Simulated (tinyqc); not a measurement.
Thickness, silicon consumed, volume change, sheet resistance: thermodynamics of metal silicides: hull, first phase, silicon consumed, nucleation and stability against SiO2. Computed by tinyqc, a small Python program. Command: `OMP_NUM_THREADS=1 python tinyqc.py 3011080 3011081 out.jsonl silphase walk`. One thread of a shared host (Intel(R) Xeon(R) Processor @ 2.30GHz), about 0.01 s of CPU time with the checks.

Entropies of formation of the solids are neglected, so heats stand for free energies. Si fractions: M2Si 0.3333, MSi 0.5000, MSi2 0.6667.

Inputs (values chosen for the exercise, of the order of those of nickel silicides for heats and volumes only): molar volume of M = 6.59 cm^3/mol; molar volume of Si = 12.06 cm^3/mol; metal thickness t = 26 nm.

Phases: M2Si, MSi, MSi2.

volumes of the three phases per mole of M (cm^3/mol): 9.98  14.7  23.3

resistivities of the three phases (microohm cm): 29  21  28

Method. Per phase M_a Si_b, for ample silicon (not limited to t_Si): silicide thickness = t V/V_M; silicon consumed = t (b/a) V_Si/V_M; net volume change = V/(V_M + (b/a) V_Si) - 1; the top surface lies (silicide thickness - silicon consumed) above the old interface; sheet resistance = resistivity/thickness.

Films:
```
phase  thickness (nm)  Si consumed (nm)  volume change (%)  top above old interface (nm)  sheet resistance (ohm)
M2Si           39.375            23.791            -20.919                        15.584                  7.3651
MSi            57.997            47.581            -21.180                        10.416                  3.6209
MSi2           91.927            95.162            -24.129                        -3.235                  3.0459
```

silicon consumed by MSi = 47.581 nm

sheet resistance of MSi = 3.6209 ohm

What follows from these numbers?

For a given sheet resistance the silicon consumed goes as resistivity x (b/a)/V: M2Si 1.45, MSi 1.43, MSi2 2.40. It is least for MSi, which matters on shallow junctions and thin silicon. All three reactions shrink the total volume.

Extremes, crossings and ranges named in words are read from the listed rows.
